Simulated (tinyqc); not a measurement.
## Trap depth and cross-section from two peaks

Question. A DLTS peak lies where ew = sn g T^2 exp(-Et/kB T), g = vth Nc/(300 K)^2. Find Et and sn.

Values chosen for this exercise:
- Nc = 1.03e19 cm^-3 (conduction-band density of states at 300 K)
- vth = 3.3e7 cm/s (thermal velocity at 300 K)

Constants: q = 1.602176634e-19 C, kB = 1.380649e-23 J/K. Results are converted to the units shown.

peak temperatures for ew = 5 and 1000 1/s (K): [102.67173, 134.07081]

Solution. The slope of ln(ew/T^2) against q/kB T is -Et, and the intercept is ln(sn g).

Et = 0.1800 eV
sn = 8.600e-17 cm^2

Program tinyqc, `OMP_NUM_THREADS=1 python tinyqc.py 2050072 2050073 out.jsonl`; Intel Xeon 2.30GHz, shared host, one thread, about 0.01 s.
